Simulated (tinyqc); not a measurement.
p-type polysilicon, carrier trapping at grain boundaries: two steps of the calculation.

One-dimensional grains of size Lg, uniform ionised doping N, monovalent traps Qt at each boundary at a depth Et below (for electrons) or above (for holes) the band edge there, abrupt depletion of width W on each side of a boundary, Boltzmann statistics. xi is the distance from the band edge at the grain centre to the Fermi level. Trapped charge Qt/(1 + exp((xi + VB - Et)/Vt)) = 2 N W, barrier VB = q N W^2/(2 eps0 eps_r).

Inputs (values chosen for the exercise); values of the order met in polycrystalline silicon: temperature T = 300 K; relative permittivity eps_r = 11.7; valence-band density of states at T NB = 2.65e19 cm^-3; grain size Lg = 270 nm; trap density of a grain boundary Qt = 1.4e12 cm^-2; depth of the trap level from the majority band edge at the boundary Et = 0.45 eV; mass for thermionic emission ms = 0.38 m0; correction factor of the emission rate fe = 0.5; mobility inside the grains mug = 120 cm^2/(V s); doping N = 1.3e16 cm^-3.

Constants: q = 1.602176634e-19 C, kB = 1.380649e-23 J/K, m0 = 9.1093837015e-31 kg, Vt = kB T/q, eps0 = 8.8541878128e-14 F/cm where lengths are in cm. Results are converted to the units shown.

Task 1. Depletion width, Fermi level and barrier. If the trap equation with xi = Vt ln(NB/N) has a root W < Lg/2, the grain is partly depleted; otherwise W = Lg/2 and the trap equation gives xi = Et - VB + Vt ln(Qt/(N Lg) - 1). N* = Qt/Lg.

Find: N*; W; xi; VB; share of traps filled.

Result 1.

N* = 5.1852e16 cm^-3
W = 135.00 nm
xi = 0.29509 V
VB = 0.18321 V
share of traps filled = 0.25071

N is 0.251 N*, and the grain is fully depleted; VB = 7.09 Vt.

Task 2. Resistivity and effective mobility. n0 = NB exp(-xi/Vt); mean density n0 (1 - 2 W/Lg) by charge balance in a partly depleted grain, and n0 (sqrt(pi)/2) erf(u)/u with u = sqrt(VB/Vt) in a fully depleted one; v = sqrt(kB T/(2 pi ms m0)); barrier resistivity Vt exp(VB/Vt)/(q fe n0 v Lg); grain resistivity (1 - 2 W/Lg)/(q n0 mug); effective mobility 1/(q mean density total resistivity).

W = 135 nm
xi = 0.29508976 V
VB = 0.18321317 V

Find: n0; mean density; v; barrier resistivity; grain resistivity; resistivity; effective mobility.

Result 2.

n0 = 2.924e14 cm^-3
mean density = 9.732e13 cm^-3
v = 4.364e6 cm/s
barrier resistivity = 1.121e4 ohm cm
grain resistivity = 0.000 ohm cm
resistivity = 1.121e4 ohm cm
effective mobility = 5.723 cm^2/(V s)

The resistivity is 2800 times that of a single crystal with the same N and mobility mug, and the mean density is 0.749 % of N.

tinyqc, about 0.01 s, one thread, Intel Xeon 2.30GHz (shared host): `OMP_NUM_THREADS=1 python tinyqc.py 2830267 2830268 out.jsonl`
